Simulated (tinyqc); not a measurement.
Pull-up strength from the switching point.

Question. Transistor (EKV form, voltages against the body): I = 2 n b Vt^2 [F(vp - Vs) - F(vp - Vd)] from drain to source, F(v) = ln^2(1 + exp(v/(2 Vt))), vp = (Vg - VT + sg |Vd - Vs|)/n. n-channel bodies are at 0; for the p-channel device all voltages are counted down from Vdd. b in uA/V^2 gives I in uA. In an inverter In(Vg = Vd = VM) equals Ip at the switching point VM. Find bp and the current there.

Values chosen for this exercise: temperature T = 325 K; supply voltage Vdd = 1.2 V; slope factor n = 1.12; drain-induced barrier lowering sg = 0.118; n-channel threshold VTn = 0.37 V; p-channel threshold (magnitude) VTp = 0.36 V; gain factor of the pull-down transistor bn = 570 uA/V^2.

Constants: q = 1.602176634e-19 C, kB = 1.380649e-23 J/K, Vt = kB T/q. Results are converted to the units shown.

VM = 0.555849264 V

Answer. Ip is proportional to bp, so bp is In(VM) over the p-channel current for unit b.

bp = 280 uA/V^2
current at VM = 16.2 uA

Program tinyqc, `OMP_NUM_THREADS=1 python tinyqc.py 2340047 2340048 out.jsonl`; Intel Xeon 2.30GHz, shared host, one thread, about 0.03 s.
